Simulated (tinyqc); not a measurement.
Concentration-dependent dopant diffusion with charged defects and the built-in field: one step, computed by the program tinyqc.

A constant source C_s feeds a half space. The dopant moves through neutral point defects and through charged ones, whose number grows with the majority carrier density n.

Question. Diffusivity at the surface. n = C/2 + sqrt(C^2/4 + n_i^2); D(C) = h [Dx + D1 (n/n_i)], h = 1.

Inputs (values chosen for the exercise, modelled on arsenic in silicon): surface concentration C_s = 1.4e+19 1/cm^3; temperature T = 925 C.

Field enhancement: off.

n_i = 4.603700e+18 1/cm^3

partial diffusivities (cm^2/s): Dx 3.447335e-17, D1 1.051043e-16

intrinsic diffusivity D_i = 1.395777e-16 cm^2/s

Give: n/n_i; field factor h; surface diffusivity D_s; enhancement D_s/D_i.

Answer.

n/n_i = 3.340

field factor h = 1

surface diffusivity D_s = 3.856e-16 cm^2/s

enhancement D_s/D_i = 2.762

C_s is 3.04 times n_i: diffusion is extrinsic near the surface. Caution: the built-in field is switched off although C_s exceeds n_i; with it D_s would be larger by the factor 1 + C_s/sqrt(C_s^2 + 4 n_i^2).
